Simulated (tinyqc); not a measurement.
Which rule serves at which density: Fermi-Dirac statistics of conduction electrons.

F_j(eta) = (1/Gamma(j + 1)) integral_0^infinity x^j dx/(1 + exp(x - eta)), which tends to exp(eta) for eta << 0.

With u = n/Nc: Boltzmann eta = ln u; Joyce-Dixon eta = ln u + u/sqrt(8) - 4.95009e-3 u^2 + 1.48386e-4 u^3 - 4.42563e-6 u^4; Nilsson eta = ln u/(1 - u^2) + v/(1 + (0.24 + 1.08 v)^-2) with v = (3 sqrt(pi) u/4)^(2/3); fully degenerate limit eta = v; exact: F_1/2(eta) = u.

Inputs chosen for the exercise: u_scale = 1.06 (factor on the ladder of u).

u runs over u_scale times 0.01, 0.03, 0.1, 0.3, 1, 2, 4, 8, 15, 30. Errors are rule minus exact, in kT.

eta and errors:
```
u       eta exact  Boltzmann  Joyce-Dixon  Nilsson  degenerate
0.0106     -4.543     -0.004        0.000    0.001       4.601
0.0318     -3.437     -0.011        0.000    0.000       3.558
0.318      -1.034     -0.112        0.000   -0.005       1.597
1.06        0.428     -0.369        0.000    0.004       0.829
2.12        1.480     -0.729        0.000    0.004       0.515
4.24        2.865     -1.420        0.000   -0.003       0.302
8.48        4.852     -2.714       -0.004   -0.006       0.176
15.9        7.534     -4.767       -0.084   -0.005       0.111
31.8       12.067     -8.607       -2.124   -0.003       0.069
```

Give the missing row, u = 0.106.

Computed row:
```
u      eta exact  Boltzmann  Joyce-Dixon  Nilsson  degenerate
0.106     -2.207     -0.037        0.000   -0.003       2.478
```

Within 0.05 kT: Boltzmann up to u = 0.106, Joyce-Dixon up to u = 8.48 of those listed. Nilsson never errs by more than 0.006 kT. The degenerate limit is still off by +0.069 kT at the last row, since it leaves out the thermal term -pi^2/(12 eta) = -0.068. Boltzmann always falls short, because it lets more than one electron into a state.

Run: tinyqc, `OMP_NUM_THREADS=1 python tinyqc.py 1680975 1680976 out.jsonl`; Intel(R) Xeon(R) Processor @ 2.30GHz, one thread, shared host; about 0.01 s of CPU time with all checks.
